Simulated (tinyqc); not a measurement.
Thermal RC ladder, step response: one step of the calculation.

A ladder of 2 nodes: R_i joins node i to node i + 1, the last R to the ambient; C_i is the heat capacity of node i; theta is the rise above ambient, zero at t = 0. d theta/dt = -A theta + b with b = (Pw/C_1, 0, ...), times in ms.

Task. One time step. Implicit Euler: (1 + dt A) theta(new) = theta + dt b.

Values chosen for this exercise:
```
symbol        value  unit                       meaning
C       [0.34, 6.1]  mJ/K  heat capacities of the nodes
Pw               37     W    power at node 1 from t = 0
dt             0.17    ms                     time step
```

A (1/ms):

|  | node 1 | node 2 |
|---|---|---|
| node 1 | 4.2016807 | -4.2016807 |
| node 2 | -0.2341920 | 0.6772581 |

theta after step 2 (K): node 1 17.589662, node 2 0.978712

Find: theta after step 3.

Result.

theta after step 3 (K): node 1 21.74, node 2 1.65

Computed by the program tinyqc: `OMP_NUM_THREADS=1 python tinyqc.py 2520110 2520111 out.jsonl`, one thread of a shared Intel Xeon 2.30GHz, about 0.01 s for the whole run.
